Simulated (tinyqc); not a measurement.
Binding against well width: donor or exciton in a quantum well (variational effective-mass method). Computed by tinyqc, a small Python program. Command: `OMP_NUM_THREADS=1 python tinyqc.py 3009978 3009979 out.jsonl welldonor walk`. One thread of a shared host (Intel(R) Xeon(R) Processor @ 2.30GHz), about 0.05 s of CPU time with the checks.

H = -nabla^2 - 2/|r - r_i| + V(z) in effective units; trial function psi = f(z) exp(-|r - r_i|/lambda), f the ground state of the well. Mass and screening are the same in well and barrier; l = L/a* is the width in effective units. Bands are flat: no polarisation or applied field.

Inputs (values chosen for the exercise, for a model semiconductor):
```
quantity                              value  unit
electron mass m                       0.238   m_0
dielectric constant eps                8.73     -
well width L                            3.9    nm
donor position z_i/L from the centre    0.3     -
```

Centre: donor. Barriers: infinite.

Constants: Ry = 13.605693123 eV; a_0 = 0.529177210903 angstrom; hbar^2/(2 m_0) = 3.80998212 eV angstrom^2.

Method:
- Ry* = Ry m/eps^2, a* = a_0 eps/m; l = L/a*.
- k = pi/l; f = cos(k z) inside and zero outside; subband energy k^2 Ry*.
- Binding E_b(lambda) = -1/lambda^2 + 4 A/(lambda B), with A = int f^2 exp(-2 s/lambda) dz, B = int f^2 exp(-2 s/lambda)(1 + 2 s/lambda) dz and s = |z - z_i|; 40 Gauss-Legendre points on each piece between the walls at z = -l/2 and l/2 and z_i.
- Each row maximises over lambda (golden section, 0.3 to 4).

a* = 1.94106 nm

Ry* = 42.4883 meV

Against width:
```
L (nm)  lambda (a*)  binding (Ry*)  binding (meV)
1.2          0.8888         2.0225         85.934
2.1          1.0298         1.6187         68.774
3.9          1.1730         1.2456         52.925
7.0          1.1899         1.0024         42.590
12.0         1.0561         0.9181         39.008
```

What does the comparison show, and why?

The binding is largest in the narrowest well, 2.023 Ry* at 1.2 nm, on the way to 4. In the widest well it is 0.918 Ry*; below 1 because the donor is off centre, where the envelope is small. In the narrow rows the confinement energy passes real barrier heights: infinite walls and a parabolic band fail, and with real barriers the binding peaks and falls. Caution: so narrow a well has large confinement energy, where non-parabolicity and barrier penetration matter.

Extremes, crossings and ranges named in words are read from the listed rows.
